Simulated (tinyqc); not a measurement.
Changing the cluster binding energy E_b: dopants and charged point defects at anneal temperature: Fermi-level effect, clustering and pairing. Computed by tinyqc, a small Python program. Command: `OMP_NUM_THREADS=1 python tinyqc.py 3022814 3022815 out.jsonl pairing sweep`. One thread of a shared host (Intel(R) Xeon(R) Processor @ 2.30GHz), about 0.04 s of CPU time with the checks.

Boltzmann statistics and full ionisation of active dopants. Energies are counted from the valence band; the defect (a vacancy or self-interstitial) has five charge states, with all degeneracy factors one.

Inputs (values chosen for the exercise, with bands modelled on GaAs):

| quantity | value | unit |
|---|---|---|
| gap at 0 K E_g0 | 1.52 | eV |
| Varshni alpha | 0.000526 | eV/K |
| Varshni beta | 205 | K |
| electron mass m_e | 0.067 | m_0 |
| valleys M_c | 1 | - |
| hole mass m_h | 0.549 | m_0 |
| anneal temperature T | 990 | K |
| total dopant density N | 3.8e+19 | cm^-3 |
| formation enthalpy of the neutral defect H_f | 2.85 | eV |
| formation entropy S_f | 7.9 | k_B |
| site density N_s | 5e+22 | cm^-3 |
| intrinsic dopant diffusivity D_i | 2.7e-17 | cm^2/s |
| anneal time t | 10 | s |
| dopant atoms per cluster k | 2 | - |

Dopant: donor. Second part: clustering of the dopant.

defect levels as fractions of E_g(T): (2+/+), (+/0), (0/-), (-/2-): 0.14  0.21  0.49  0.8

Constants: m_0 = 9.1093837015e-31 kg; k_B = 1.380649e-23 J/K; h = 6.62607015e-34 J s; k_B = 8.617333262e-05 eV/K.

Method:
- E_g = E_g0 - alpha T^2/(T + beta).
- N_c = 2 M_c (2 pi m_e k_B T/h^2)^(3/2) and N_v = 2 (2 pi m_h k_B T/h^2)^(3/2), masses in units of m_0.
- n_i = sqrt(N_c N_v) exp(-E_g/2 k_B T); E_i = E_g/2 + (k_B T/2) ln(N_v/N_c).
- n = A/2 + sqrt(A^2/4 + n_i^2) for an active density A.
- k ionised dopants and k carriers form one neutral cluster: C = N_s (A/N_s)^k (n/N_b)^k exp(E_b/k_B T), N_b the effective density of states of the majority band, and N = A + k C (60 bisections in ln A between ln N - 90 and ln N).
- chi = n/n_i (for acceptors n_i/p); E_F = E_i + k_B T ln chi; field enhancement h = 1 + A/sqrt(A^2 + 4 n_i^2).
- C_0 = N_s exp(S_f/k_B) exp(-H_f/k_B T). Ratios to the neutral state at E_F = E_i: r_+ = exp((E(+/0) - E_i)/k_B T), r_2+ = r_+ exp((E(2+/+) - E_i)/k_B T), r_- = exp((E_i - E(0/-))/k_B T), r_2- = r_- exp((E_i - E(-/2-))/k_B T); at other E_F state q scales as chi^(-q). The enhancement is sum r_q chi^(-q)/sum r_q. The charge on the defects is left out of neutrality.
- If every charge state of the defect carries the dopant equally well, D = D_i x enhancement x h x (active share A/N, a rough stand-in that overstates the dA/dN which immobile clusters call for), D_i being an input held fixed when T or H_f is moved; diffusion length 2 sqrt(D t).

One run for each value:

| cluster binding energy E_b (eV) | active density A (cm^-3) | active share | D/D_i |
|---|---|---|---|
| 0.459 | 1.1953e+19 | 0.31456 | 1.6303e+04 |
| 0.603 | 8.1126e+18 | 0.21349 | 5.1370e+03 |
| 0.748 | 5.4199e+18 | 0.14263 | 1.5504e+03 |
| 0.892 | 3.6026e+18 | 0.09480 | 4.6365e+02 |
| 1.040 | 2.3557e+18 | 0.06199 | 1.3331e+02 |
| 1.180 | 1.5714e+18 | 0.04135 | 4.1147e+01 |
| 1.320 | 1.0462e+18 | 0.02753 | 1.2848e+01 |
| 1.470 | 6.7556e+17 | 0.01778 | 3.7725e+00 |

Over the rows, active density A (cm^-3) falls from 1.20e19 to 6.76e17 (exponent d ln y / d ln x -1.4 between the first rows and -4.1 between the last); active share falls from 0.315 to 0.0178 (exponent d ln y / d ln x -1.4 between the first rows and -4.1 between the last); D/D_i falls from 16300 to 3.77 (exponent d ln y / d ln x -4.2 between the first rows and -11 between the last).

Caution (rows 0.459, 0.603, 0.748, 0.892): the carrier density exceeds the effective density of states, where Boltzmann statistics understate the shift of E_F and so the density of charged defects (gap narrowing, also left out, works the other way). Caution (rows 0.459, 0.603, 0.748, 0.892): so large an enhancement assumes that highly charged defects carry the dopant as well as neutral ones; measured enhancements are far smaller.
